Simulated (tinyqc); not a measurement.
Avalanche multiplication and breakdown of a junction from ionisation integrals: one step, computed by the program tinyqc. Command: `OMP_NUM_THREADS=1 python tinyqc.py 3012558 3012559 out.jsonl impact walk`. One thread of a shared host (Intel(R) Xeon(R) Processor @ 2.30GHz), about 0.01 s of CPU time with the checks.

Ionisation coefficients follow the local field. Position x runs through the depletion layer from the p side (x = 0), where electrons enter, to the n side (x = w), where holes enter. The built-in voltage is neglected.

Problem. Coefficients at the critical field. alpha_n = a_n exp(-(b_n/F)^c), alpha_p = a_p exp(-(b_p/F)^c).

Inputs (values chosen for the exercise, modelled on germanium): electron prefactor a_n = 1.51e+07 1/cm; electron field b_n = 1.58e+06 V/cm; hole prefactor a_p = 9.46e+06 1/cm; hole field b_p = 1.26e+06 V/cm; exponent c = 1.

Junction: linearly graded.

critical field F_m = 0.1803035 MV/cm

Give: alpha_n; alpha_p; ratio k = alpha_p/alpha_n; shorter ionisation length.

Solution.

alpha_n = 2361.9 1/cm

alpha_p = 8728.6 1/cm

ratio k = alpha_p/alpha_n = 3.6957

shorter ionisation length = 1.1457 micrometre

Holes ionise more readily at the peak field.
